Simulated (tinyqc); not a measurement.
Tunnelling through a two-layer gate stack, WKB transmission and Tsu-Esaki current: effect of the tunnelling mass m1.

Electrons leave the emitter at x = 0. Energies E (motion across the layers) are in eV from the emitter Fermi level; the collector Fermi level lies at -V and offers states at every E. No charge in the dielectric and no image force: F1 = V/(t1 + t2 eps1/eps2), F2 = F1 eps1/eps2; U = phi1 - F1 x in layer 1 and phi2 - F1 t1 - F2 (x - t1) in layer 2. With C = hbar^2/(2 m0), kappa = sqrt(m (U - E)/C) where U > E and 0 elsewhere; T(E) = exp(-S), S = 2 times the integral of kappa over x.

Each layer adds (2/F) sqrt(m/C) [G(u at its left edge) - G(u at its right edge)] to S, with u = U - E (0 where negative) and G(u) = (2/3) u^1.5. J = J0 times the integral of T(E) N(E) dE, N = ln[(1 + exp(-E/Vt))/(1 + exp((-E - V)/Vt))], J0 = q^2 me m0 kB T/(2 pi^2 hbar^3) (times 1e-4 for A/cm^2 per eV), from E = -Ef to far above the barrier (T = 1 there), by quadrature converged to the digits shown.

Values chosen for this exercise; layer 1 close to aluminium oxide, layer 2 close to hafnium oxide:
- T = 300 K (temperature)
- Ef = 0.19 eV (Fermi energy of the emitter above its band bottom)
- me = 1 m0 (emitter mass in the supply function)
- phi1 = 2.7 eV (barrier of layer 1 above the emitter Fermi level at zero bias)
- t1 = 0.9 nm (thickness of layer 1)
- eps1 = 9.39 (relative permittivity of layer 1)
- phi2 = 1.5 eV (barrier of layer 2 at zero bias)
- m2 = 0.2 m0 (tunnelling mass of layer 2)
- t2 = 1.7 nm (thickness of layer 2)
- eps2 = 21.9 (relative permittivity of layer 2)
- V = 0.3 V (voltage across the dielectric)

Constants: q = 1.602176634e-19 C, kB = 1.380649e-23 J/K, hbar = 1.054571817e-34 J s, m0 = 9.1093837015e-31 kg, Vt = kB T/q, hbar^2/(2 m0) = 0.0380998212 eV nm^2. Results are converted to the units shown.

Results:
```
m1 (m0),S at E = 0,T(E = 0),J (A/cm^2),mean E of the current (eV)
0.12,13.94,8.869e-7,168.3,-0.1057
0.15,14.55,4.819e-7,90.34,-0.1053
0.25,16.23,8.971e-8,16.27,-0.1042
0.31,17.07,3.846e-8,6.859,-0.1037
0.4,18.20,1.244e-8,2.170,-0.1029
0.5,19.32,4.084e-9,0.6973,-0.1021
0.63,20.61,1.122e-9,0.1868,-0.1012
```

Estimate the missing row, m1 = 0.2 m0.

Computed row:
```
m1 (m0),S at E = 0,T(E = 0),J (A/cm^2),mean E of the current (eV)
0.2,15.44,1.972e-7,36.31,-0.1047
```

With this row back in the table: J falls from 168 to 0.187 A/cm^2. S goes as m1^(0.24): only one of the two layers feels this mass, so the power is below 0.5.

Computed by the program tinyqc: `OMP_NUM_THREADS=1 python tinyqc.py 2540094 2540095 out.jsonl`, one thread of a shared Intel Xeon 2.30GHz, about 0.02 s for the whole run.
